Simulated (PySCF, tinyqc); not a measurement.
Inside a calculation. Method: CCSD on RHF in the sto-3g basis, for H3+, spin multiplicity 1. The lowest restricted solution is unstable here: a spin-polarised one lies 0.0048 hartree lower (PySCF). One step of it, computed by the program tinyqc.

Task: CCSD: starting amplitudes. t_ij^ab = <ij||ab> / (e_i + e_j - e_a - e_b), whose energy is MP2.

orbital energies (hartree): MO1 -0.878240, MO2 -0.335047, MO3 0.140380

Two-electron integrals over orbitals (pq|rs), unique and non-zero (hartree):
```
(11|11) 0.537383    (21|21) 0.147151    (22|11) 0.453140    (22|22) 0.512839
(31|11) 0.091870    (31|22) -0.048881   (31|31) 0.141326    (32|21) -0.144804
(32|32) 0.161327    (33|11) 0.543395    (33|22) 0.481236    (33|31) 0.079733
(33|33) 0.577491
```

Give: Starting amplitudes; correlation energy.

Result:

Starting amplitudes (spin orbitals 1a, 1b, ...; amplitudes related by a flip of all spins are not repeated):
```
from      to        t
1a 1b  2a 2b  -0.1355
1a 1b  3a 3b  -0.0694
```

correlation energy = -0.029736 hartree
